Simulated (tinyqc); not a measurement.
From results back to parameters: thresholds of impact ionisation and Auger recombination from band masses. Two cases, with inputs chosen for the exercise.

Problem. For parabolic bands the thresholds of impact ionisation are Eg (1 + 2 mu)/(1 + mu) for electrons and Eg (2 + mu)/(1 + mu) for heavy holes, mu = me/mh. Both are given.

Case 1.

thresholds for electrons and holes (eV): 1.860684  3.002316

Case 2.

thresholds for electrons and holes (eV): 1.743363  2.933637

Find: Eg; mu.

Solution. The sum is 3 Eg; mu = (E_e - Eg)/(2 Eg - E_e).

Case 1.

Eg = 1.621 eV
mu = 0.1735

Case 2.

Eg = 1.559 eV
mu = 0.1341

Computed by tinyqc, one run a case: `OMP_NUM_THREADS=1 python tinyqc.py N N+1 out.jsonl` with N = 1850747, 1850784; one thread of a shared Intel(R) Xeon(R) Processor @ 2.30GHz, about 0.01 s a run at most.
